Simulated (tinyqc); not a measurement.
Capacitance of parallel on-chip lines from Laplace's equation on a mesh: two steps of the calculation.

Cross-section of an endless row of equal lines between two grounded planes; neighbours are driven in antiphase (+1 V and -1 V), so the plane midway between two lines is at 0 V. By symmetry one quarter is solved: x runs from the centre of a line (column 0, mirror) to that midplane (column 3, 0 V), y from the mid-height of the line (row 0, mirror) to the ground plane (row 5, 0 V). The line fills columns 0 to 1 and rows 0 to 2 at 1 V. Cells beside the line (below row 2) have e2, cells above have e1. Each link between nodes has the conductance g = mean permittivity of the two cells beside it (a cell beyond a mirror counts as 0), and the free nodes obey sum g (V_neighbour - V) = 0.

Inputs (values chosen for the exercise): relative permittivity above and below the lines e1 = 4.2; relative permittivity between the lines e2 = 2.4; over-relaxation factor om = 1.2.

Constants: eps0 = 8.8541878128e-12 F/m. Results are converted to the units shown.

Question 1. Relaxation sweep. One sweep visits the free nodes row by row from row 0, left to right, and replaces V by V + om (weighted mean of the neighbours - V), using new values at once.

V at the start (V):
```
       col 0  col 1  col 2  col 3
row 0      1      1      0      0
row 1      1      1      0      0
row 2      1      1      0      0
row 3      0      0      0      0
row 4      0      0      0      0
row 5      0      0      0      0
```

gx:
```
       col 0  col 1  col 2
row 0    1.2    1.2    1.2
row 1    2.4    2.4    2.4
row 2    3.3    3.3    3.3
row 3    4.2    4.2    4.2
row 4    4.2    4.2    4.2
row 5    2.1    2.1    2.1
```

gy:
```
       col 0  col 1  col 2  col 3
row 0    1.2    2.4    2.4    1.2
row 1    1.2    2.4    2.4    1.2
row 2    2.1    4.2    4.2    2.1
row 3    2.1    4.2    4.2    2.1
row 4    2.1    4.2    4.2    2.1
```

Give: V after sweep 1.

Answer 1.

V after sweep 1 (V):
```
        col 0   col 1   col 2   col 3
row 0  1.0000  1.0000  0.3000  0.0000
row 1  1.0000  1.0000  0.3900  0.0000
row 2  1.0000  1.0000  0.3851  0.0000
row 3  0.3000  0.3900  0.2325  0.0000
row 4  0.0900  0.1440  0.1130  0.0000
row 5  0.0000  0.0000  0.0000  0.0000
```

Question 2. Capacitance per length. C = 4 eps0 sum g (difference of V)^2 over all links (twice the energy of the four quarters, line at 1 V). Plate estimate without fringing: eps0 [2 e1 w/hd + 2 e2 t/(s/2)], w = 2 hx, t = 4 hx, s/2 = 2 hx, hd = 3 hx.

converged V (V):
```
           col 0      col 1      col 2      col 3
row 0  1.0000000  1.0000000  0.4886954  0.0000000
row 1  1.0000000  1.0000000  0.4773909  0.0000000
row 2  1.0000000  1.0000000  0.4208681  0.0000000
row 3  0.5706420  0.5143345  0.2642191  0.0000000
row 4  0.2538989  0.2224769  0.1216740  0.0000000
row 5  0.0000000  0.0000000  0.0000000  0.0000000
```

gx:
```
       col 0  col 1  col 2
row 0    1.2    1.2    1.2
row 1    2.4    2.4    2.4
row 2    3.3    3.3    3.3
row 3    4.2    4.2    4.2
row 4    4.2    4.2    4.2
row 5    2.1    2.1    2.1
```

gy:
```
       col 0  col 1  col 2  col 3
row 0    1.2    2.4    2.4    1.2
row 1    1.2    2.4    2.4    1.2
row 2    2.1    4.2    4.2    2.1
row 3    2.1    4.2    4.2    2.1
row 4    2.1    4.2    4.2    2.1
```

Give: C; plate estimate.

Answer 2.

C = 238.0 aF/um
plate estimate = 134.6 aF/um

Program tinyqc, `OMP_NUM_THREADS=1 python tinyqc.py 2790229 2790230 out.jsonl`; Intel Xeon 2.30GHz, shared host, one thread, about 0.8 s.
